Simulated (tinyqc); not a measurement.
UHF in the sto-3g basis, for H4+, spin multiplicity 2, step by step. One step of it, computed by the program tinyqc.

Question. Iteration 2: building the Fock matrix. J_ij = sum D_kl (ij|kl) with D = D(alpha) + D(beta), K_ij = sum D_kl (ik|jl) for each spin; F = H + J - K(s); E = tr D H + tr D J / 2 - 0.5 sum_s tr D(s) K(s) + E_nn.

D(alpha) after iteration 1, lower triangle:
```
           1H 1s      2H 1s     3H 1s     4H 1s
1H 1s   0.319055
2H 1s   0.332328   0.350600
3H 1s  -0.029234   0.008885  0.350600
4H 1s  -0.063506  -0.029234  0.332328  0.319055
```

D(beta) after iteration 1, lower triangle:
```
          1H 1s     2H 1s     3H 1s     4H 1s
1H 1s  0.099656
2H 1s  0.144632  0.209907
3H 1s  0.144632  0.209907  0.209907
4H 1s  0.099656  0.144632  0.144632  0.099656
```

core Hamiltonian H = T + V (hartree), lower triangle:
```
           1H 1s      2H 1s      3H 1s      4H 1s
1H 1s  -1.314336
2H 1s  -0.884552  -1.475195
3H 1s  -0.061465  -0.320318  -1.475195
4H 1s  -0.007439  -0.061465  -0.884552  -1.314336
```

Two-electron integrals (ij|kl) in chemists' order, unique and non-zero (hartree):
```
(11|11) 0.774606   (21|11) 0.310234   (21|21) 0.158697   (22|11) 0.478693
(22|21) 0.310234   (22|22) 0.774606   (31|11) 0.011802   (31|21) 0.007020
(31|22) 0.016507   (31|31) 0.000444   (32|11) 0.051549   (32|21) 0.033624
(32|22) 0.088861   (32|31) 0.002610   (32|32) 0.016990   (33|11) 0.192606
(33|21) 0.118050   (33|22) 0.300020   (33|31) 0.011802   (33|32) 0.088861
(33|33) 0.774606   (41|11) 0.000972   (41|21) 0.000609   (41|22) 0.001531
(41|31) 0.000046   (41|32) 0.000290   (41|33) 0.001531   (41|41) 0.000005
(42|11) 0.007130   (42|21) 0.004530   (42|22) 0.011802   (42|31) 0.000383
(42|32) 0.002610   (42|33) 0.016507   (42|41) 0.000046   (42|42) 0.000444
(43|11) 0.081508   (43|21) 0.048326   (43|22) 0.118050   (43|31) 0.004530
(43|32) 0.033624   (43|33) 0.310234   (43|41) 0.000609   (43|42) 0.007020
(43|43) 0.158697   (44|11) 0.141302   (44|21) 0.081508   (44|22) 0.192606
(44|31) 0.007130   (44|32) 0.051549   (44|33) 0.478693   (44|41) 0.000972
(44|42) 0.011802   (44|43) 0.310234   (44|44) 0.774606
```

nuclear repulsion = 1.88961402 hartree

Give: Coulomb J; exchange K(alpha); exchange K(beta); F(alpha); F(beta); total energy of this density.

Answer.

Coulomb J (hartree), lower triangle:
```
        1H 1s   2H 1s   3H 1s   4H 1s
1H 1s  1.1605
2H 1s  0.6190  1.3375
3H 1s  0.0361  0.2156  1.3375
4H 1s  0.0038  0.0361  0.6190  1.1605
```

exchange K(alpha) (hartree), lower triangle:
```
         1H 1s   2H 1s   3H 1s   4H 1s
1H 1s   0.5084
2H 1s   0.4188  0.5346
3H 1s   0.0302  0.0928  0.5346
4H 1s  -0.0044  0.0302  0.4188  0.5084
```

exchange K(beta) (hartree), lower triangle:
```
        1H 1s   2H 1s   3H 1s   4H 1s
1H 1s  0.2071
2H 1s  0.2095  0.3239
3H 1s  0.0885  0.1595  0.3239
4H 1s  0.0522  0.0885  0.2095  0.2071
```

F(alpha) (hartree), lower triangle:
```
         1H 1s    2H 1s    3H 1s    4H 1s
1H 1s  -0.6623
2H 1s  -0.6844  -0.6723
3H 1s  -0.0555  -0.1975  -0.6723
4H 1s   0.0008  -0.0555  -0.6844  -0.6623
```

F(beta) (hartree), lower triangle:
```
         1H 1s    2H 1s    3H 1s    4H 1s
1H 1s  -0.3610
2H 1s  -0.4751  -0.4616
3H 1s  -0.1138  -0.2642  -0.4616
4H 1s  -0.0558  -0.1138  -0.4751  -0.3610
```

total energy of this density = -1.680581 hartree
